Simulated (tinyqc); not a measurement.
Raising U: Hubbard ring of 6 sites, mean field against exact. Computed by the program tinyqc. Collinear unrestricted mean field (the lowest of 40 random starts) against exact diagonalisation.

one-body matrix (hopping and site energies) (eV):
```
         1        2        3        4        5        6
1   0.0000  -0.7200   0.0000   0.0000   0.0000  -0.7200
2  -0.7200   0.0000  -0.7200   0.0000   0.0000   0.0000
3   0.0000  -0.7200   0.0000  -0.7200   0.0000   0.0000
4   0.0000   0.0000  -0.7200   0.0000  -0.7200   0.0000
5   0.0000   0.0000   0.0000  -0.7200   0.0000  -0.7200
6  -0.7200   0.0000   0.0000   0.0000  -0.7200   0.0000
```

electrons, up and down: 3  2

Exact and mean-field results (eV):

| U | U/t | E exact | E mean field | mean \|n_up - n_down\| | double occupancy, exact | first gap in the sector |
|---|---|---|---|---|---|---|
| 0.360 | 0.500 | -4.69685 | -4.68169 | 0.181 | 0.151 | 0.000 |
| 0.720 | 1.000 | -4.38705 | -4.32701 | 0.198 | 0.136 | 0.000 |
| 1.440 | 2.000 | -3.86288 | -3.63302 | 0.254 | 0.107 | 0.000 |
| 2.160 | 3.000 | -3.45262 | -2.98312 | 0.368 | 0.083 | 0.000 |
| 2.880 | 4.000 | -3.13556 | -2.49394 | 0.607 | 0.064 | 0.000 |
| 4.320 | 6.000 | -2.69916 | -2.00340 | 0.741 | 0.039 | 0.000 |
| 5.760 | 8.000 | -2.42573 | -1.75605 | 0.783 | 0.025 | 0.000 |
| 8.640 | 12.000 | -2.11456 | -1.50926 | 0.812 | 0.013 | 0.000 |
| 14.400 | 20.000 | -1.84216 | -1.31251 | 0.826 | 4.88e-03 | 0.000 |

What does the comparison show, and why?

In absolute terms mean field is worst at U/t = 6.0, 0.696 eV too high: at small U it is nearly exact, and at large U it still misses the motion of the hole through a fluctuating spin background. Relative to the exact energy its error is 0.3 % at the smallest U, 29 % at most and 29 % at the largest. The double occupancy falls from 0.151 to 0.005.
